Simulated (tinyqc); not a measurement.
Inside a calculation. Method: MP2 on RHF in the sto-3g basis, frozen core, for BeH2, spin multiplicity 1. One step of it, computed by the program tinyqc.

Question. Second-order Moller-Plesset energy. E2 = sum_ijab (ia|jb) [2 (ia|jb) - (ib|ja)] / (e_i + e_j - e_a - e_b) over occupied i, j and virtual a, b; the opposite-spin part is (ia|jb)^2 / denominator, the rest is same-spin, and SCS-MP2 scales them by 6/5 and 1/3.

orbital energies (hartree): MO1 -4.539119, MO2 -0.403552, MO3 -0.358651, MO4 0.213190, MO5 0.213190, MO6 0.320031, MO7 0.633601

Two-electron integrals over orbitals (pq|rs), unique and non-zero (hartree); the lowest 1 orbital is frozen and left out:
```
(22|22) 0.367000    (32|22) 0.014170    (32|32) 0.154967    (33|22) 0.375430
(33|32) -0.011608   (33|33) 0.400944    (42|42) 0.046965    (43|42) -0.001399
(43|43) 0.011783    (44|22) 0.348500    (44|32) -0.000192   (44|33) 0.326868
(44|44) 0.449859    (52|52) 0.046965    (53|52) -0.001399   (53|53) 0.011783
(54|54) 0.024249    (55|22) 0.348500    (55|32) -0.000192   (55|33) 0.326868
(55|44) 0.401360    (55|55) 0.449859    (62|22) -0.011877   (62|32) -0.004412
(62|33) -0.039640   (62|44) 0.072245    (62|55) 0.072245    (62|62) 0.085234
(63|22) -0.007680   (63|32) -0.091563   (63|33) 0.009402    (63|44) -0.004745
(63|55) -0.004745   (63|62) -0.002195   (63|63) 0.089834    (64|42) 0.046175
(64|43) -0.002124   (64|64) 0.048378    (65|52) 0.046175    (65|53) -0.002124
(65|65) 0.048378    (66|22) 0.368150    (66|32) -0.003155   (66|33) 0.379940
(66|44) 0.346259    (66|55) 0.346259    (66|62) -0.026105   (66|63) 0.003735
(66|66) 0.385752    (72|22) -0.003460   (72|32) -0.037509   (72|33) 0.001592
(72|44) 0.003839    (72|55) 0.003839    (72|62) 0.006345    (72|63) 0.063232
(72|66) -0.000156   (72|72) 0.057892    (73|22) 0.002572    (73|32) -0.000692
(73|33) -0.018137   (73|44) 0.073456    (73|55) 0.073456    (73|62) 0.080785
(73|63) -0.006292   (73|66) -0.019742   (73|72) 0.003236    (73|73) 0.088800
(74|42) 0.001333    (74|43) 0.013003    (74|64) 0.000535    (74|74) 0.017046
(75|52) 0.001333    (75|53) 0.013003    (75|65) 0.000535    (75|75) 0.017046
(76|22) 0.011787    (76|32) 0.137691    (76|33) -0.011640   (76|44) 0.000136
(76|55) 0.000136    (76|62) -0.003375   (76|63) -0.090672   (76|66) -0.003757
(76|72) -0.044572   (76|73) -0.000069   (76|76) 0.134813    (77|22) 0.391285
(77|32) 0.005177    (77|33) 0.405186    (77|44) 0.372650    (77|55) 0.372650
(77|62) -0.013869   (77|63) -0.002833   (77|66) 0.400644    (77|72) -0.001808
(77|73) 0.007285    (77|76) 0.003818    (77|77) 0.442438
```

Hartree-Fock energy = -15.48584296 hartree

Give: Terms; Pair energies; MP2 correlation energy; SCS-MP2 correlation energy; MP2 total energy.

Answer.

Terms:
```
i  j  a  b  (ia|jb)  (ib|ja)  denominator       term
3  3  6  6   0.0898   0.0898      -1.3574    -0.0059
2  2  6  6   0.0852   0.0852      -1.4472    -0.0050
2  3  6  7   0.0808   0.0632      -1.7158    -0.0046
3  2  7  6   0.0808   0.0632      -1.7158    -0.0046
3  3  7  7   0.0888   0.0888      -1.9845    -0.0040
2  2  5  5   0.0470   0.0470      -1.2335    -0.0018
2  2  4  4   0.0470   0.0470      -1.2335    -0.0018
3  2  6  7   0.0632   0.0808      -1.7158    -0.0017
2  3  7  6   0.0632   0.0808      -1.7158    -0.0017
2  2  7  7   0.0579   0.0579      -2.0743    -0.0016
3  3  5  5   0.0118   0.0118      -1.1437  -1.21e-04
3  3  4  4   0.0118   0.0118      -1.1437  -1.21e-04
3  3  7  6  -0.0063  -0.0063      -1.6709  -2.37e-05
3  3  6  7  -0.0063  -0.0063      -1.6709  -2.37e-05
2  2  6  7   0.0063   0.0063      -1.7607  -2.29e-05
2  2  7  6   0.0063   0.0063      -1.7607  -2.29e-05
2  3  7  7   0.0032   0.0032      -2.0294  -5.16e-06
3  2  7  7   0.0032   0.0032      -2.0294  -5.16e-06
2  3  6  6  -0.0022  -0.0022      -1.4023  -3.44e-06
3  2  6  6  -0.0022  -0.0022      -1.4023  -3.44e-06
2  3  5  5  -0.0014  -0.0014      -1.1886  -1.65e-06
3  2  5  5  -0.0014  -0.0014      -1.1886  -1.65e-06
2  3  4  4  -0.0014  -0.0014      -1.1886  -1.65e-06
3  2  4  4  -0.0014  -0.0014      -1.1886  -1.65e-06
```

Pair energies (hartree; pair i-j sums ij and ji):
```
pair  opposite spin  same spin
2-2         -0.0103          0
3-2         -0.0123  -3.59e-04
3-3         -0.0102          0
```

MP2 correlation energy = -0.033117 hartree

SCS-MP2 correlation energy = -0.039430 hartree

MP2 total energy = -15.518960 hartree
